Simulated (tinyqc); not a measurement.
Orbital energy against energy difference: ionisation energy by orbital energies and by energy differences in the cc-pvdz basis, for H4, spin multiplicity 1. Computed by the program tinyqc with PySCF. The cation is unrestricted; errors are against CCSD(T) in this basis, not against experiment.

Geometry (angstrom):
```
atom       x       y       z
H     0.0000  0.0000  0.0000
H     0.0000  0.0000  0.7290
H     0.0000  0.0000  1.6660
H     0.0000  0.0000  2.3950
```

CCSD(T) difference in the same basis = 13.1673 eV

IP-EOM-CCSD = 13.1953 eV

First vertical ionisation energy (eV):
```
method     -e(HOMO)  E(cation) - E  error of -e(HOMO)  error of the difference
HF          13.2648      12.388307             0.0976                  -0.7789
LDA          8.0355      12.803963            -5.1318                  -0.3633
PBE          8.1486      12.899277            -5.0186                  -0.2680
B3LYP        9.4245      13.131371            -3.7428                  -0.0359
PBE0         9.5894      13.008870            -3.5779                  -0.1584
CAM-B3LYP   11.0535      13.098064            -2.1138                  -0.0692
LC-wPBE     12.4417      13.132008            -0.7255                  -0.0352
```

What does the comparison show, and why?

Koopmans errs by +0.10 eV and Delta-HF by -0.78 eV: relaxation, 0.88 eV, lowers the value and the missing correlation difference works against it. The PBE level is off by -5.0 eV through the wrong tail of its potential, though its energy difference is off by -0.27 eV; exact exchange deepens the level, and among the orbital energies HF comes closest; among the differences LC-wPBE does.
